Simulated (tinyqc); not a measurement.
## A chain with a side-coupled site and dephasing by Buettiker voltage probes: coherent and dephased transmission against energy

Sites 1 to 2 form a chain with hopping -t, and site 3 hangs on site 2 by -ts. Lead L joins site 1 and lead R site 2, both semi-infinite chains with hopping -t and site energy 0. Every site carries a probe with self-energy -i Gamma_p/2 that draws no net current. Linear response at zero temperature: mu_L = 1, mu_R = 0 in units of the bias.

Sigma = t^2 g(E), g(x) = (x - i sqrt(4 t^2 - x^2))/(2 t^2) for |x| < 2 t and (x - sign(x) sqrt(x^2 - 4 t^2))/(2 t^2) otherwise; Gamma = -2 Im Sigma; G = (E - H - Sigma_L - Sigma_R + i Gamma_p/2)^(-1). With Gamma the broadening by one lead, T_RL = Gamma^2 |G_(2,1)|^2, T_pL = Gamma Gamma_p |G_(p,1)|^2, T_pR = Gamma Gamma_p |G_(p,2)|^2, T_pq = Gamma_p^2 |G_(p,q)|^2 for p != q. No current into probe p: W mu = T_pL with W_pp = T_pL + T_pR + sum_q T_pq and W_pq = -T_pq. Then T_eff = T_RL + sum_p T_pR mu_p, and the resistance is (h/2q^2)/T_eff. Without probes means Gamma_p = 0.

Parameters, values chosen for the exercise:

| symbol | value | unit | meaning |
|---|---|---|---|
| t | 1 | eV | hopping (matrix element -t) |
| U | [0, 0, -0.96] | eV | site energies 1 to N |
| gp | 0.79 | eV | probe broadening Gamma_p |
| ts | 0.96 | eV | hopping from site 2 to the side site 3 |

Coherent and dephased transmission against energy:
```
E (eV),T without probes,T_eff
-1.8,0.3870,0.3795
-1.5,0.3753,0.4120
-1.2,0.1479,0.3636
-0.9,0.01334,0.3424
-0.6,0.3571,0.4012
-0.3,0.6673,0.4922
0,0.8127,0.5664
0.3,0.8796,0.6144
0.6,0.9125,0.6409
0.9,0.9285,0.6504
1.2,0.9336,0.6433
1.5,0.9258,0.6122
1.8,0.8721,0.5165
```

Read the table: what changes, and by how much?

Without probes T lies between 0.0133 and 0.934 in these rows, with them between 0.342 and 0.650. The probes lower it in 9 rows and raise it in 4; the largest relative gain is at E = -0.9 eV, where the coherent value is 0.0133.

tinyqc, about 0.01 s, one thread, Intel Xeon 2.30GHz (shared host): `OMP_NUM_THREADS=1 python tinyqc.py 2700121 2700122 out.jsonl`
